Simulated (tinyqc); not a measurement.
Inside a calculation. Method: RHF in the sto-3g basis, for H3-, spin multiplicity 1. The basis has no diffuse functions, so it cannot describe the extra electron: this is an exercise in the method, not the real anion. One step of it, computed by the program tinyqc.

Question. Iteration 3: diagonalisation and new density. Diagonalise F' = X^T F X, C = X C', fill 2 alpha and 2 beta electrons from the bottom; D = 2 C_occ C_occ^T. Each column has its largest component positive (the first on a tie).

Fock matrix F (hartree), order 1H 1s, 2H 1s, 3H 1s:
$$\begin{pmatrix}
0.147701 & -0.207912 & -0.207912 \\
-0.207912 & 0.138336 & -0.016445 \\
-0.207912 & -0.016445 & 0.138336
\end{pmatrix}$$

X, order 1H 1s, 2H 1s, 3H 1s:
$$\begin{pmatrix}
1.102682 & -0.195006 & -0.195006 \\
-0.195006 & 1.050245 & 0.028352 \\
-0.195006 & 0.028352 & 1.050245
\end{pmatrix}$$

Give: F' = X^T F X; orbital energies; coefficients C; D after iteration 3.

Answer.

F' = X^T F X (hartree):
$$\begin{pmatrix}
0.3677 & -0.3205 & -0.3205 \\
-0.3205 & 0.2448 & 0.0832 \\
-0.3205 & 0.0832 & 0.2448
\end{pmatrix}$$

orbital energies (hartree): MO1 -0.1059, MO2 0.1616, MO3 0.8015

coefficients C, order 1H 1s, 2H 1s, 3H 1s:
$$\begin{pmatrix}
0.5632 & 0.0000 & 0.9873 \\
0.4161 & 0.7226 & -0.6682 \\
0.4161 & -0.7226 & -0.6682
\end{pmatrix}$$

D after iteration 3, order 1H 1s, 2H 1s, 3H 1s:
$$\begin{pmatrix}
0.6344 & 0.4688 & 0.4688 \\
0.4688 & 1.3906 & -0.6979 \\
0.4688 & -0.6979 & 1.3906
\end{pmatrix}$$
